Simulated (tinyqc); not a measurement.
Changing the displacement dQ: configuration-coordinate model of a defect: Huang-Rhys factor and luminescence line shape. Computed by tinyqc, a small Python program. Command: `OMP_NUM_THREADS=1 python tinyqc.py 3020434 3020435 out.jsonl ccline sweep`. One thread of a shared host (Intel(R) Xeon(R) Processor @ 2.30GHz), about 0.05 s of CPU time with the checks.

Ground state E_g(Q) = (1/2) omega_g^2 Q^2; excited state E_e(Q) = E_0 + (1/2) omega_e^2 (Q - dQ)^2 with E_0 = E_ZPL - (hbar omega_e - hbar omega_g)/2. Q is mass-weighted; the dipole does not depend on Q (Condon approximation).

Inputs (values chosen for the exercise, for a model defect in a wide-gap host):

| quantity | value | unit |
|---|---|---|
| zero-phonon energy E_ZPL | 1.64 | eV |
| ground-state phonon hbar omega_g | 49.8 | meV |
| excited-state phonon hbar omega_e | 43 | meV |
| temperature T | 200 | K |
| refractive index n_r | 1.91 | - |
| transition dipole mu | 1.5 | e angstrom |
| quenching prefactor nu_0 | 5e+11 | 1/s |

Modes: different frequencies.

Constants: hbar^2/u = 4.18015928e-03 eV angstrom^2; k_B = 8.617333262e-05 eV/K; hbar = 6.582119569e-16 eV s; e = 1.602176634e-19 C; eps_0 = 8.8541878128e-12 F/m; hbar = 1.054571817e-34 J s; c = 299792458 m/s.

Method:
- S = hbar omega dQ^2/(2 hbar^2/u) for each state; relaxation energy S hbar omega; absorption at E_0 + S_e hbar omega_e, emission at E_0 - S_g hbar omega_g; the Stokes shift is their difference.
- Overlaps <m_e|n_g> of harmonic-oscillator functions (Hermite recursion, positive leading coefficients) by a sum over an even grid (700 points from x = -9 to 9 + d for the small table, 1500 points from -16 to 16 + d for the thermal sums), with x = Q sqrt(omega_g/hbar), d = sqrt(2 S_g) and frequency ratio omega_e/omega_g.
- Initial levels m = 0..24 carry Boltzmann weights exp(-m hbar omega_e/k_B T), normalised; final levels n = 0..79; a line lies at E_ZPL + m hbar omega_e - n hbar omega_g with weight w_m <m|n>^2. Moments are taken over these weights without the E^3 factor; FWHM = 2 sqrt(2 ln 2) x standard deviation; the zero-phonon weight is w_0 <0|0>^2, since the other m -> m lines are offset by m (hbar omega_e - hbar omega_g).
- The curves cross at the root Q_c nearest dQ; the barrier is (1/2) omega_e^2 (Q_c - dQ)^2, with (1/2) omega^2 = (hbar omega)^2/(2 hbar^2/u). k_r = n_r omega^3 mu^2/(3 pi eps_0 hbar c^3) at the vertical emission energy, without local-field correction; k_nr = nu_0 exp(-barrier/k_B T) (Mott-Seitz); yield = k_r/(k_r + k_nr); T_1/2 = barrier/(k_B ln(nu_0/k_r)).

One run for each value:

| displacement dQ (u^(1/2) angstrom) | S_g | zero-phonon weight | FWHM from the second moment (eV) | vertical emission energy (eV) | classical barrier (eV) | quenching temperature T_1/2 (K) |
|---|---|---|---|---|---|---|
| 0.30 | 0.54 | 5.568e-01 | 0.1014 | 1.617 | 2.861 | 3735 |
| 0.36 | 0.77 | 4.474e-01 | 0.1213 | 1.605 | 2.570 | 3346 |
| 0.44 | 1.15 | 3.143e-01 | 0.1479 | 1.586 | 2.222 | 2883 |
| 0.54 | 1.74 | 1.830e-01 | 0.1812 | 1.557 | 1.848 | 2382 |
| 0.65 | 2.52 | 8.882e-02 | 0.2179 | 1.518 | 1.503 | 1921 |
| 0.79 | 3.72 | 2.919e-02 | 0.2647 | 1.458 | 1.146 | 1446 |
| 0.96 | 5.49 | 5.649e-03 | 0.3215 | 1.370 | 0.814 | 1006 |
| 1.20 | 8.58 | 3.230e-04 | 0.4017 | 1.216 | 0.482 | 575 |
| 1.40 | 11.68 | 1.830e-05 | 0.4686 | 1.062 | 0.296 | 338 |

Over the rows, S_g rises from 0.536 to 11.7 (exponent d ln y / d ln x about 2.0 throughout); zero-phonon weight falls from 0.557 to 1.83e-5 (exponent d ln y / d ln x -1.2 between the first rows and -19 between the last); FWHM from the second moment (eV) rises from 0.101 to 0.469 (exponent d ln y / d ln x about 0.99 throughout). The exponent of S_g stays at 2: S goes as dQ^2. The exponent of FWHM from the second moment stays between 0.98 and 1.00, near 1: the width goes as sqrt(S). A larger displacement widens and lowers the band and brings the crossing down, so strongly coupled centres quench first.

Caution (rows 0.300, 0.360, 0.440, 0.540, 0.650): for small S the spectrum is a set of resolved lines, and a Gaussian width has little meaning. Caution (rows 0.300, 0.360, 0.440, 0.540): the curves cross far outside the range of the harmonic model, so the barrier and T_1/2 have no quantitative meaning. Caution (rows 1.20, 1.40): the band is wide against its energy, so the E^3 factor left out of the moments shifts the observed peak up. Caution (rows 1.40): the barrier is below the relaxation energy of the excited state, so vertical excitation lands above the crossing and may bypass luminescence (Dexter-Klick-Russell rule).

Extremes, crossings and ranges named in words are read from the listed rows.
